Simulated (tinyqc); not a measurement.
Length offset and series resistance from crossing lines.

Inverse problem. R_total = Rs + k (L - dL)/Vo with constant Rs, dL and k. Find k, dL and Rs.

R_total at (L, Vo) = (40, 0.33), (80, 0.33), (40, 0.92) and (80, 0.92), L in nm and Vo in V (ohm um): [478.18182, 853.93939, 261.30435, 396.08696]

Solution. At each overdrive R is a straight line in L with slope k/Vo; the two lines cross at L = dL, R = Rs.

k = 3.10 ohm um V/nm
dL = 4.00 nm
Rs = 140 ohm um

tinyqc, about 0.03 s, one thread, Intel Xeon 2.30GHz (shared host): `OMP_NUM_THREADS=1 python tinyqc.py 2282001 2282002 out.jsonl`
